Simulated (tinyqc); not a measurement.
# From one set of inputs to another, one input at a time

Model: low-temperature mobility of a two-dimensional electron gas with static screening. Computed by tinyqc, a small Python program. Command: `OMP_NUM_THREADS=1 python tinyqc.py 3023980 3023981 out.jsonl twodeg ladder`. One thread of a shared host (Intel(R) Xeon(R) Processor @ 2.30GHz), about 0.05 s of CPU time with the checks.

One subband is filled, the gas is degenerate and scatters at the Fermi circle; one permittivity serves on both sides of the interface. All formulas are in SI units, masses times m_0. Piezoelectric and polar phonons are left out, and n_s is taken as set by a gate, independent of N_i.

The inputs printed are set A. Set A is modelled on a strained silicon well; the values taken over come from a set modelled on a silicon inversion layer. Inputs not listed in the table keep their values of set A, so the rows need not describe a real material.

Inputs (values chosen for the exercise, modelled on a strained silicon well):
```
quantity                                        value    unit
in-plane mass m                                 0.191     m_0
mass across the layer m_z                       0.914     m_0
permittivity eps                                 11.6       -
valley degeneracy g_v                               2       -
sheet density n_s                             6.2e+11  1/cm^2
depletion charge N_d                          9.2e+10  1/cm^2
roughness height Delta                           0.64      nm
correlation length Lambda                         3.6      nm
remote charge density N_i                     6.4e+10  1/cm^2
distance d of the charges from the interface      3.4      nm
density rho                                      2329  kg/m^3
sound velocity v_l                               8790     m/s
deformation potential D_A                         8.4      eV
temperature T                                      10       K
```

Wave function: Fang-Howard. Roughness spectrum: exponential.

Constants: m_0 = 9.1093837015e-31 kg; e = 1.602176634e-19 C; eps_0 = 8.8541878128e-12 F/m; hbar = 1.054571817e-34 J s; k_B = 1.380649e-23 J/K.

Method:
- k_F = sqrt(2 pi n_s/g_v); E_F = hbar^2 k_F^2/(2 m); q_TF = g_v m e^2/(2 pi eps eps_0 hbar^2); Fang-Howard parameter b = [12 m_z e^2 (N_d + 11 n_s/32)/(eps eps_0 hbar^2)]^(1/3), mean depth 3/b; effective field F = e (N_d + n_s/2)/(eps eps_0).
- Form factors with u = q/b: screening G(q) = [1 + 9u/8 + 3u^2/8]/(1 + u)^3, remote charge P(q) = exp(-q d)/(1 + u)^3. Dielectric function eps(q) = 1 + q_TF G(q)/q, with q = 2 k_F sin(theta/2).
- Roughness: <|U|^2> = (e F)^2 S(q), S = pi Delta^2 Lambda^2/(1 + q^2 Lambda^2/2)^(3/2).
- 1/tau_t = (m/(pi hbar^3)) int_0^pi (1 - cos theta) <|U|^2>/eps(q)^2 dtheta; the quantum rate 1/tau_q drops the factor (1 - cos theta); 200 Gauss-Legendre points in s with theta = pi s^2, s from 0 to 1; mu = e tau_t/m.
- Remote charges: <|U|^2> = N_i [e^2 P(q)/(2 eps eps_0 q)]^2.
- Unscreened deformation potential in equipartition: 1/tau = m D_A^2 k_B T I/(rho v_l^2 hbar^3), I = int |psi|^4 dz = 3 b/16 for the Fang-Howard function (used for both wave-function options); mu = e tau/m. Bloch-Grueneisen temperature T_BG = 2 hbar v_l k_F/k_B.
- At the Fermi circle the rates add, so 1/mu is the sum; sheet resistance 1/(n_s e mu); mean free path hbar k_F mu/e; the quantum time adds the rates 1/tau_q, with the isotropic acoustic rate e/(m mu).

Each row keeps all changes above it:
```
input moved                                           from       to  roughness mobility (cm^2/(V s))  remote-charge mobility (cm^2/(V s))  sheet resistance (ohm)
set A                                                    -        -                        1.159e+05                            1.164e+05                   210.6
permittivity eps                                      11.6     11.9                        1.168e+05                            1.181e+05                   208.4
sheet density n_s (1/cm^2)                         6.2e+11  1.8e+12                        1.507e+04                            4.138e+05                   255.4
deformation potential D_A (eV)                         8.4       12                        1.507e+04                            4.138e+05                   273.0
remote charge density N_i (1/cm^2)                 6.4e+10  7.6e+11                        1.507e+04                            3.485e+04                   364.1
correlation length Lambda (nm)                         3.6      2.1                        2.322e+04                            3.485e+04                   283.2
in-plane mass m (m_0)                                0.191    0.194                        2.295e+04                            3.458e+04                   286.8
distance d of the charges from the interface (nm)      3.4     0.37                        2.295e+04                            4.979e+03                   883.0
```

Roughness mobility goes from 116000 to 23000, a factor 0.198 in all. The largest single move comes from sheet density n_s (a factor 0.129), and correlation length Lambda works against it (a factor 1.54). Remote-charge mobility goes from 116000 to 4980, a factor 0.0428 in all. The largest single move comes from remote charge density N_i (a factor 0.0842), and sheet density n_s works against it (a factor 3.50). Sheet resistance goes from 211 to 883, a factor 4.19 in all. The largest single move comes from distance d of the charges from the interface (a factor 3.08), and correlation length Lambda works against it (a factor 0.778). The single moves hold for this order of the switches; the total does not depend on the order.

Caution (all rows): T is below the Bloch-Grueneisen temperature T_BG, so equipartition fails: the acoustic mobility is only a lower bound and the acoustic share of 1/mu is overstated.

Extremes, crossings and ranges named in words are read from the listed rows.
